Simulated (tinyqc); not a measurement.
Inside a calculation. Model: microkinetic model of low-temperature epitaxy from hydride gases: adsorption, hydrogen desorption and rate control. Computed by tinyqc, a small Python program that keeps every step. Command: `OMP_NUM_THREADS=1 python tinyqc.py 3020844 3020845 out.jsonl hepi walk`. One thread of a shared host (Intel(R) Xeon(R) Processor @ 2.30GHz), about 0.01 s of CPU time with the checks. Intermediate numbers are printed to about 6 digits and carried at full precision; extremes and crossings named in words are read from the listed rows.

Each hydride molecule needs two free sites and leaves four hydrogen atoms, of which two leave at once as H2; theta is the hydrogen coverage, the site density is 6.78 per nm^2 and one layer is 1.358 angstrom thick.

Inputs (values chosen for the exercise, close to those used for silane, with second-order desorption as on Si(111) but the site density of Si(001)):
```
quantity,value,unit
silane pressure p_S,3,Pa
sticking prefactor of silane s0,0.052,-
adsorption barrier E_s,0.11,eV
desorption prefactor nu_d,5.3e+11,1/s
desorption energy on silicon E_d,2.13,eV
hydrogen carrier pressure p_H,690,Pa
sticking of hydrogen s_H,1.2e-07,-
temperature T,710,C
```

Film: silicon. Order of hydrogen desorption: second.

Constants: k_B = 8.617333262e-05 eV/K; u = 1.6605390666e-27 kg; k_B = 1.380649e-23 J/K.

## Rate constants

Flux per site F = p/(sqrt(2 pi M k_B T) x 6.78e18 per m^2), M = 32.12 u (silane), 2.016 u (hydrogen); s = s0 exp(-E_s/(k_B T)); k_S = s F_S = k; k_H = s_H F_H; k_d = nu_d exp(-E_d/(k_B T)). Temperatures in kelvin are T(C) + 273.15.

k = 93.1246 1/s

k_H = 0.722752 1/s

k_d = 6.39099 1/s

## Coverage and growth rate

With k the hydride and k_H the hydrogen adsorption rate on free pairs and k_d the desorption rate, steady state: 2 (k + k_H)(1 - theta)^2 = k_d theta^2; growth rate R = k (1 - theta)^2 layers/s; 1 layer/s = 8.148 nm/min. With c = 2 (k + k_H)/k_d the free share is 1 - theta = 1/(1 + sqrt(c)).

c = 29.3686

hydrogen coverage theta = 0.844219

growth rate R in layers = 2.25991 layers/s

growth rate G = 18.4137 nm/min

Hydrogen covers most sites: its desorption limits growth.

## Degrees of rate control

X_i = d ln R/d ln k_i at fixed other constants. With f = 1 - theta and a = 2/f + 2/theta: d ln f/d ln k_d = 1/(a f), so X_d = 2/(a f), X_k = 1 - X_d k/(k + k_H), X_H = -X_d k_H/(k + k_H); they sum to 1.

X_d (desorption) = 0.844219

X_k (hydride adsorption) = 0.162282

X_H (hydrogen adsorption) = -0.00650164

## Two regimes over temperature

Limits: desorption-limited R = k_d k/(2 (k + k_H)), adsorption-limited R = k.

Growth:
```
T (C),theta,G (nm/min),desorption limit (nm/min),adsorption limit (nm/min)
400,0.999310,2.40217e-04,2.40549e-04,504.303
450,0.997660,3.03752e-03,3.05179e-03,554.722
500,0.993238,2.74935e-02,2.78691e-02,601.361
550,0.982921,1.87924e-01,1.94512e-01,644.291
600,0.961661,1.00493e+00,1.08666e+00,683.665
650,0.922790,4.29026e+00,5.03822e+00,719.681
700,0.859974,1.47556e+01,1.99520e+01,752.560
750,0.770959,4.10512e+01,6.90659e+01,782.529
800,0.661027,9.30497e+01,2.12950e+02,809.813
850,0.542424,1.74751e+02,5.93940e+02,834.628
```

The apparent activation energy of G is 2.13 eV between the first rows and 1.31 eV between the last; full hydrogen cover gives a value near the desorption energy (plus E_s where k_H far exceeds k), a bare surface one near E_s less k_B T/2 from the flux. The coverage stays above one half in every row.

Checks made by the program: steady coverage against time integration of d theta/dt (relative difference below 1e-10); degree of control against a finite difference (relative difference below 1e-10).
